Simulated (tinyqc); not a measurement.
Stretching all distances: RHF, UHF, MP2, CISD and CCSD against full CI in the 6-311g basis, for H2, spin multiplicity 1. Computed by the program tinyqc with PySCF. All coordinates are multiplied by the scale. c0^2 is the weight of the RHF determinant in the lowest singlet FCI state (UHF is spin-contaminated and may lie near states of higher spin) and n(LUMO) the first natural occupation beyond the occupied space.

Geometry (angstrom):
```
atom       x       y       z
H     0.0000  0.0000  0.0000
H     0.0000  0.0000  0.7110
```

Full CI energy (hartree) and errors against it (kcal/mol):
```
scale  distance 1-2 (angstrom)    E(FCI)     RHF     UHF     MP2   CISD   CCSD  <S^2> UHF   c0^2  n(LUMO)
0.920                    0.654  -1.14692  15.046  15.046   4.191  0.000  0.000      0.000  0.988    0.019
1.160                    0.825  -1.15029  17.183  17.183   5.483  0.000  0.000      0.000  0.981    0.033
1.400                    0.995  -1.13019  20.391  20.391   7.398  0.000  0.000      0.000  0.971    0.054
1.650                    1.173  -1.10297  24.865  24.865  10.104  0.000  0.000      0.000  0.954    0.088
1.890                    1.344  -1.07765  30.237  26.161  13.437  0.000  0.000      0.368  0.930    0.134
2.130                    1.514  -1.05588  36.655  22.359  17.502  0.000  0.000      0.615  0.898    0.197
2.380                    1.692  -1.03792  44.372  16.872  22.424  0.000  0.000      0.770  0.855    0.280
2.620                    1.863  -1.02513  52.590  11.951  27.595  0.000  0.000      0.859  0.807    0.371
2.860                    2.033  -1.01608  61.315   8.032  32.878  0.000  0.000      0.914  0.756    0.466
```

What does the comparison show, and why?

UHF parts from RHF first at scale 1.89 of those listed, where <S^2> leaves zero. The weight c0^2 goes from 0.99 to 0.76 and n(LUMO) from 0.02 to 0.47: static correlation grows as the bonds break into open-shell fragments. The spread of the error along the curve, which distorts its shape, is CISD 0.0, CCSD 0.0, UHF 18.1, MP2 28.7, RHF 46.3 kcal/mol. With two electrons CISD and CCSD are exact.
